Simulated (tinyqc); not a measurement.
Electron mobility in a silicon inversion layer, empirical terms and Matthiessen rule: two steps of the calculation.

Inversion layer of sheet density Ns on a uniformly doped body, under a high-permittivity gate with an interlayer. The mobility terms are empirical power laws with prefactors chosen for the exercise; adding their inverses (Matthiessen) is itself an approximation.

Values chosen for this exercise; material values close to those of silicon:
- T = 350 K (temperature)
- eps_r = 11.8 (relative permittivity of the semiconductor)
- Nb = 6.6e17 cm^-3 (body doping)
- eta = 0.5 (weight of the inversion charge in the effective field)
- Ap = 429 cm^2/(V s) (phonon-limited mobility at 1 MV/cm and 300 K)
- As = 975 cm^2/(V s) (roughness-limited mobility at 1 MV/cm)
- gs = 2 (exponent of the roughness term)
- Ac = 3100 cm^2/(V s) (Coulomb prefactor)
- Nit = 2.2e10 cm^-2 (charge at the interface)
- Ar = 340 cm^2/(V s) (remote-phonon mobility without interlayer)
- ti = 1.4 nm (interlayer thickness)
- lr = 0.8 nm (decay length of remote phonons)
- Ns = 8.3e12 cm^-2 (inversion density)
- WL = 1 (ratio W/L)
- Vd = 0.02 V (drain voltage)
- I = 5.77 uA (measured linear current)

Constants: q = 1.602176634e-19 C, eps0 = 8.8541878128e-14 F/cm where lengths are in cm. Results are converted to the units shown.

Question 1. Mobility terms and their sum. With t = T/(300 K): muC = Ac (Ns/1e12 cm^-2) t/(Nb/1e17 cm^-3 + Nit/1e11 cm^-2), muP = Ap E^(-1/3) t^(-1.75), muS = As E^(-gs), muR = Ar exp(2 ti/lr)/t; 1/mu is the sum of the inverses.

E = 1.0636875 MV/cm

Give: terms; mu; shares of 1/mu.

Answer 1.

terms (cm^2/(V s)): Coulomb 4401.5, phonon 320.89, roughness 861.74, remote phonon 9650.8
mu = 217.04 cm^2/(V s)
shares of 1/mu (%): Coulomb 4.9309, phonon 67.634, roughness 25.186, remote phonon 2.2489

The phonon term limits most.

Question 2. Inversion density for the measured current. I = (W/L) q Ns mu Vd. E = q (Ndep + eta Ns)/(eps0 eps_r) in MV/cm. Ns(new) = I/((W/L) q mu Vd).

Ns after iteration 1 = 9.8939206e12 cm^-2
Ndep = 2.7864043e12 cm^-2

Give: E; mu; Ns after iteration 2.

Answer 2.

E = 1.186 MV/cm
mu = 201.3 cm^2/(V s)
Ns after iteration 2 = 8.946e12 cm^-2

Computed by the program tinyqc: `OMP_NUM_THREADS=1 python tinyqc.py 2510015 2510016 out.jsonl`, one thread of a shared Intel Xeon 2.30GHz, about 0.01 s for the whole run.
